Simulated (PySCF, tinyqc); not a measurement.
Inside a calculation. Method: RHF in the 6-31g basis, for H4, spin multiplicity 1. The lowest restricted solution is unstable here: a spin-polarised one lies 0.0119 hartree lower (PySCF). One step of it, computed by the program tinyqc.

Task: Iteration 2: DIIS coefficients. Solve [B -1; -1 0][c; lambda] = [0; -1] for the coefficients, which sum to one.

B (overlaps of the stored error matrices):
```
               1              2
1  3.2493811e-01  3.6873134e-02
2  3.6873134e-02  1.1116727e+00
```

Give: DIIS coefficients.

Result:

DIIS coefficients: 0.7886  0.2114
